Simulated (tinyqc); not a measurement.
Mirror strength against the number of periods: longitudinal sound in a periodic multilayer: transfer matrices, stop bands and folded phonons. Computed by tinyqc, a small Python program. Command: `OMP_NUM_THREADS=1 python tinyqc.py 3019391 3019392 out.jsonl multilayer walk`. One thread of a shared host (Intel(R) Xeon(R) Processor @ 2.30GHz), about 0.01 s of CPU time with the checks.

Layers 1 and 2 repeat with period d = d_1 + d_2; waves travel normal to the layers, without loss. State vector (u, s): displacement u and stress divided by omega. Impedances Z = rho v are in 1e6 kg/(m^2 s).

Inputs (values chosen for the exercise, modelled on silica (layer 1), titanium nitride (layer 2) and silica (substrate)):
```
quantity            value    unit
density rho_1        2.21  g/cm^3
velocity v_1         5970     m/s
thickness d_1        16.5      nm
density rho_2        5.31  g/cm^3
velocity v_2        10300     m/s
thickness d_2        28.5      nm
substrate density    2.18  g/cm^3
substrate velocity   5910     m/s
frequency f           100     GHz
```

Method:
- Z = rho v; interface reflection r = (Z_2 - Z_1)/(Z_2 + Z_1) (stress amplitude, from 1 into 2); Bragg frequency f_B = 1/[2 (d_1/v_1 + d_2/v_2)]; long-wave velocity v_eff = d/sqrt[(d_1/v_1)^2 + (d_2/v_2)^2 + (Z_1/Z_2 + Z_2/Z_1)(d_1/v_1)(d_2/v_2)].
- A layer maps (u, s) by [[cos p, sin p/Z], [-Z sin p, cos p]], p = 2 pi f d_i/v_i; one period is M = M_2 M_1, and cos(q d) = trace(M)/2.
- For N periods A = M^N. A wave comes from a thick layer of material 1 and leaves into the substrate (Z_s): transmitted power T = 4 Z_1 Z_s/|Z_1 A_22 + Z_s A_11 - i (Z_1 Z_s A_12 - A_21)|^2, reflected power R = 1 - T.

Bragg frequency f_B = 90.4027 GHz

Z_2 = 54.693

Z_1 = 13.1937

Z of the substrate = 12.8838

trace(M)/2 = -2.10533

Transmitted power:
```
N     T at f_B  T at f_B (dB)      T at f
1      0.20352        -6.9140     0.20814
2     0.013140        -18.814    0.014650
3   7.6945e-04        -31.138  9.4110e-04
4   4.4793e-05        -43.488  6.0098e-05
6   1.5169e-07        -68.190  2.4489e-07
8   5.1369e-10        -92.893  9.9785e-10
12  5.8909e-15        -142.30  1.6567e-14
16  6.7555e-20        -191.70  2.7507e-19
24  8.8843e-30        -290.51  7.5828e-29
```

At f_B each further period removes 12.35 dB at large N, which is 20 log10 of the impedance ratio, 12.35 dB, as for a quarter-wave stack; 99 % reflection needs N = 3 among these rows. At f, in a stop band, T decays as well. Values below about 1e-6 belong to the ideal stack: roughness and scattering into other modes, left out here, set a floor in a real one.
